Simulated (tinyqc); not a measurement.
Adsorption as a lattice gas: isotherms with interactions, competition, desorption peaks and saturation dose: one step, computed by the program tinyqc. Command: `OMP_NUM_THREADS=1 python tinyqc.py 3026951 3026952 out.jsonl adsorb walk`. One thread of a shared host (Intel(R) Xeon(R) Processor @ 2.30GHz), about 0.2 s of CPU time with the checks.

One adsorbate per site; a molecule needs 2 empty sites. Gas and surface have the same temperature.

Task: Coverage with interactions. With u = w/(k_B T). Mean field: theta/(1 - theta) = y exp(-z u theta). Quasi-chemical: theta/(1 - theta) = y [(r - 1 + 2 theta)(1 - theta)/((r + 1 - 2 theta) theta)]^(-z/2) exp(-z u/2), r = sqrt(1 - 4 theta (1 - theta)(1 - exp(-u))).

Inputs (values chosen for the exercise, for a model surface): pair energy w (positive repels) = -0.0086 eV; neighbours z = 3; temperature T = 474 K.

Adsorption: dissociative (second order).

y = 6.495487

Constants: k_B = 8.617333262e-05 eV/K.

Give: u; coverage, mean field; coverage, quasi-chemical.

Result:

u = -0.2105

coverage, mean field = 0.9208

coverage, quasi-chemical = 0.9204
